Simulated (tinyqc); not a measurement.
Electron mobility in a silicon inversion layer, empirical terms and Matthiessen rule: one step of the calculation.

Inversion layer of sheet density Ns on a uniformly doped body. The mobility terms are empirical power laws with prefactors chosen for the exercise; adding their inverses (Matthiessen) is itself an approximation.

Problem. Mobility terms and their sum. With t = T/(300 K): muC = Ac (Ns/1e12 cm^-2) t/(Nb/1e17 cm^-3 + Nit/1e11 cm^-2), muP = Ap E^(-1/3) t^(-1.75), muS = As E^(-gs); 1/mu is the sum of the inverses.

Values chosen for this exercise; material values close to those of silicon:

| symbol | value | unit | meaning |
|---|---|---|---|
| T | 273 | K | temperature |
| Nb | 1.6e18 | cm^-3 | body doping |
| Ap | 439 | cm^2/(V s) | phonon-limited mobility at 1 MV/cm and 300 K |
| As | 1190 | cm^2/(V s) | roughness-limited mobility at 1 MV/cm |
| gs | 2 |  | exponent of the roughness term |
| Ac | 3100 | cm^2/(V s) | Coulomb prefactor |
| Nit | 4.7e10 | cm^-2 | charge at the interface |
| Ns | 9.9e11 | cm^-2 | inversion density |

E = 0.88185536 MV/cm

Give: terms; mu; shares of 1/mu.

Solution.

terms (cm^2/(V s)): Coulomb 169.57, phonon 539.94, roughness 1530.2
mu = 119.01 cm^2/(V s)
shares of 1/mu (%): Coulomb 70.182, phonon 22.041, roughness 7.7771

The Coulomb term limits most.

tinyqc, about 0.01 s, one thread, Intel Xeon 2.30GHz (shared host): `OMP_NUM_THREADS=1 python tinyqc.py 2510045 2510046 out.jsonl`
